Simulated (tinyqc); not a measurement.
# Wafer bonding and layer transfer: bond energy, gap closing, particles, bonding of dissimilar wafers and hydrogen blisters, step by step

A worked calculation. Computed by tinyqc, a small Python program that keeps every step. Command: `OMP_NUM_THREADS=1 python tinyqc.py 3026553 3026554 out.jsonl bond walk`. One thread of a shared host (Intel(R) Xeon(R) Processor @ 2.30GHz), about 0.01 s of CPU time with the checks. Intermediate numbers are printed to about 6 digits and carried at full precision; extremes and crossings named in words are read from the listed rows.

gamma is the energy per area of each of the two surfaces; plates are isotropic, and both wafers have E1 and t1.

Inputs (values chosen for the exercise, for model wafers):
```
quantity                                      value        unit
Young's modulus E1                              146         GPa
Poisson ratio nu                               0.23           -
thickness t1                                    525  micrometre
blade thickness t_b                              80  micrometre
crack length L                                 13.5          mm
particle radius h                              0.52  micrometre
radius of a shallow gap R                      0.11          mm
half height of the gap h_g                     0.59          nm
implant depth d                                0.21  micrometre
hydrogen dose                                   5.3   1e16/cm^2
share of the dose released as H2               0.24           -
surface energy of the weakened plane gamma_s   0.54       J/m^2
anneal temperature T                            850           K
```

Pair: two equal wafers.

Constants: k_B = 1.380649e-23 J/K.

## Bond energy from the blade test

Two cantilevers opened by t_b: gamma = 3 t_b^2 E1 t1^3 E2 t2^3/(16 L^4 (E1 t1^3 + E2 t2^3)).

bond energy gamma = 0.381634 J/m^2

An error of 5 % in L changes gamma by about 20 %. This is the level of partly covalent bonding.

## Does a shallow gap close?

E' = E1/(1 - nu^2), equal wafers of thickness t1 assumed. A gap of radius R closes if h_g < h_c: h_c = R^2/sqrt((2/3) E' t1^3/gamma) for R > 2 t1 (plate bending), h_c = 3.6 sqrt(R gamma/E') for R < 2 t1 (local deformation).

closable height h_c = 59.4078 nm

h_g/h_c = 0.00993135

The gap closes.

## Void around a particle

E' = E1/(1 - nu^2), equal wafers assumed. Void radius in the plate regime: R_v = [(2/3) E' t1^3/gamma]^(1/4) h^(1/2). Below h_crit = 5 sqrt(t1 gamma/E') the wafers deform locally and R_v is of the order of h (taken as h).

critical particle radius = 0.180258 micrometre

void radius = 1801.67 micrometre

The void is 3500 times the particle.

## Blistering after hydrogen implantation

A flat crack of radius r under a layer of thickness d, as a clamped plate: centre height w = 3 p r^4/(16 E' d^3), volume pi r^2 w/3, energy release G = 3 p^2 r^4/(32 E' d^3), E' = E1/(1 - nu^2). It grows when G = 2 gamma_s. The gas comes from the area pi r^2: p V = (dose x share/2) pi r^2 k_B T, and G = p w/2 = (3/2) N k_B T with N the H2 molecules per area. Share needed: G = 2 gamma_s. The pressure and height at growth are given for r = 10 d.

energy release G = 1.11957 J/m^2

share of the dose needed = 0.231518

pressure at growth = 29.0800 MPa

height at growth = 74.2777 nm

The released gas suffices: cracks grow, as blisters under a free surface or as a split under a bonded stiffener. In this plate limit G depends on neither r nor d.

## Closable height against the size of the gap

The formulas are those given above.

Gap closing:
```
R (mm)    regime     h_c (nm)  slope h_c/R
1.00e-04   local  1.79121e+00    0.0179121
1.00e-03   local  5.66432e+00    0.0056643
1.00e-02   local  1.79121e+01    0.0017912
1.00e-01   local  5.66432e+01    0.0005664
5.00e-01   local  1.26658e+02    0.0002533
2.00e+00   plate  6.40784e+02    0.0003204
5.00e+00   plate  4.00490e+03    0.0008010
2.00e+01   plate  6.40784e+04    0.0032039
5.00e+01   plate  4.00490e+05    0.0080098
```

Roughness of 100 nm scale may be 1.8 nm in half height, waviness of radius 5 cm as much as 400 micrometre: h_c goes as R^(1/2) when the wafer deforms locally and as R^2 when it bends. The allowed slope is least near R = 2 t1, so defects about 4 t1 wide are the hardest to close; bow matters little.

Checks made by the program: gamma against the derivative of the beam energy (relative difference below 1e-10).
